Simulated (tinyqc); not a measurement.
Weibull analysis of times to dielectric breakdown, with area scaling: two steps of the calculation.

Breakdown times follow F(t) = 1 - exp(-(t/t63)^beta). The 9 times below were drawn at random from beta = 3.7, t63 = 46 s and are treated as data; all samples failed.

Parameters, values chosen for the exercise:
- t63 = 46 s (characteristic time of a test capacitor)
- beta = 3.7 (Weibull slope)

Task 1. Straight-line fit. W = ln(-ln(1 - F)) is the Weibull ordinate of each ranked failure. Least squares of W on ln t: beta = sum (x - mean x)(W - mean W)/sum (x - mean x)^2 with x = ln t, and ln t63 = mean x - mean W/beta.

```
i           W       ln t
1  -2.5589408  3.6609943
2  -1.6119944  3.7518543
3  -1.0829294  3.8066625
4  -0.6926603  3.8543939
5  -0.3665129  3.9454578
6  -0.0700182  4.0656021
7   0.2211078  4.0758411
8   0.5365410  4.1026434
9   0.9545050  4.1820501
```

Find: beta; t63.

Result 1.

beta = 6.020
t63 = 55.96 s

beta is 63 % above the value that made the data and t63 22 % above it.

Task 2. Likelihood estimate of beta. Maximum likelihood: a(beta) = 1/beta with a = sum t^beta ln t/sum t^beta - mean ln t. Newton step: beta(new) = beta - [a - 1/beta]/[v + 1/beta^2], v the variance of ln t under the weights t^beta.

t, i 1 to 9 (s): [38.9, 42.6, 45, 47.2, 51.7, 58.3, 58.9, 60.5, 65.5]
beta at the start = 6

Give: beta after iteration 1.

Result 2.

beta after iteration 1 = 6.814

Program tinyqc, `OMP_NUM_THREADS=1 python tinyqc.py 2070123 2070124 out.jsonl`; Intel Xeon 2.30GHz, shared host, one thread, about 0.01 s.
